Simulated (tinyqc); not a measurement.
Wannier function of the lower band of a two-orbital chain, step by step. Values are carried at full precision from step to step, so a last printed digit may differ when a step is redone from the rounded ones.

H(k) = [[-d/2 - 2 ta cos k, -t1 - t2 exp(-ik)], [-t1 - t2 exp(ik), d/2 - 2 tb cos k]], k in 1/a, Bloch sums with exp(ikR) and without the positions inside the cell. Mesh k_j = 2 pi j/N. Projection gauge: each lower eigenvector u is multiplied by the phase that makes <trial|u> real and positive (the one-band case of Loewdin orthogonalisation). Wannier amplitudes w(R) = (1/N) sum_k exp(ikR) u(k); hoppings H(R) = (1/N) sum_k exp(-ikR) E(k).

Inputs chosen for the exercise: d = 0.77 eV (A at -d/2, B at +d/2); t1 = 1.44 eV (A-B in the cell); t2 = 1.74 eV (B to A of the next cell); ta = 0.3 eV (A-A between cells); tb = 0.26 eV (B-B between cells); N = 6 (k points); th = 45 degrees (trial orbital cos(th) A + sin(th) B in cell 0); xb = 0.34 a (position of B (A at 0)); a = 3.8 angstrom (period); kq = 2.51 1/a (point off the mesh).

## Bloch states in the projection gauge

Diagonalise at each mesh point and fix the phase.

Mesh:
```
j  E lower (eV)  E upper (eV)               u_A               u_B  |<trial|u>|
0       -3.7683        2.6483           0.75249           0.65861       0.9978
1       -3.0676        2.5076  0.72986-0.19987i  0.62242+0.19987i       0.9562
2       -1.3719        1.9319  0.67514-0.39327i  0.48462+0.39327i       0.8201
3        0.1028        1.0172           0.93664          -0.35028       0.4146
4       -1.3719        1.9319  0.67514+0.39327i  0.48462-0.39327i       0.8201
5       -3.0676        2.5076  0.72986+0.19987i  0.62242-0.19987i       0.9562
```

The projection is smallest at j = 3 (0.4146); the gauge is smooth as long as it stays away from zero.

## The Wannier function

w(R) = (1/N) sum_j exp(2 pi i j R/N) u_j, for the N cells nearest the origin; it is real.

Amplitudes:
```
R      on A     on B
-2   0.1032  -0.1889
-1  -0.1928   0.3623
0    0.7499   0.4204
1    0.1497   0.0199
2   -0.0085  -0.0773
3   -0.0489   0.1222
```

norm = 1.0000

Cell 0 holds 73.9 % of the weight.

## Centre and spread in real space

Point-like orbitals at R (A) and R + xb (B): centre <x>, spread <x^2> - <x>^2.

centre in units of a = -0.050
centre in angstrom = -0.191
spread = 7.184 angstrom^2

## The same from overlaps (Marzari-Vanderbilt)

b = 2 pi/N; M_j = u_j^+ diag(1, exp(-i b xb)) u_(j+1), with u_N = u_0. Centre = -(1/2 pi) sum arg M_j; gauge-invariant part Omega_I = (1/(N b^2)) sum (1 - |M_j|^2); gauge-dependent part Omega_D = (1/(N b^2)) sum (arg M_j + b centre)^2.

Overlaps:
```
j   |M_j|  arg M_j (rad)
0  0.9939        -0.1718
1  0.9901        -0.1480
2  0.7626         0.8182
3  0.7626         0.8182
4  0.9901        -0.1480
5  0.9939        -0.1718
```

centre from overlaps = -0.159 a
Omega_I = 0.1368 a^2
Omega_D = 0.1939 a^2

The centre is the Berry phase over 2 pi and does not depend on the trial orbital (modulo a). Omega_D is 58.6 % of the total; in one dimension a gauge that spreads the phase evenly removes it. The total is 0.3308 a^2, against 0.9567 a^2 (centre -0.171 a) in real space on 96 cells. The overlaps are finite differences in k, which are coarse on this mesh, and the function does not fit into N cells.

## Hoppings and interpolation

H(R) = (1/N) sum_j E_j cos(2 pi j R/N) for R = 0 to N/2. Interpolation: E(k) = H(0) + 2 sum H(R) cos(kR), the term R = N/2 of an even mesh counted once.

H(0), H(1), ... (eV): -2.0908  -0.9278  0.1290  -0.0799

interpolated E(kq) = -0.5405 eV

The exact value is -0.6348 eV; the interpolation is off by +94.4 meV. Though the chain has short hoppings, the single band has longer ones, made by paths through the other orbital, which the tails of the Wannier function carry.

## Checks

- Centre from overlaps against the real-space centre on 200 points: -0.1711 against -0.1712.
- Omega_I + Omega_D against the real-space spread on 200 points: 0.955 against 0.957.

Computed by tinyqc, a small Python program: `OMP_NUM_THREADS=1 python tinyqc.py 1480765 1480766 out.jsonl` (the numbers bound the seed that draws the inputs); one thread of a shared host (Intel(R) Xeon(R) Processor @ 2.30GHz), about 0.1 s for the whole set of steps.
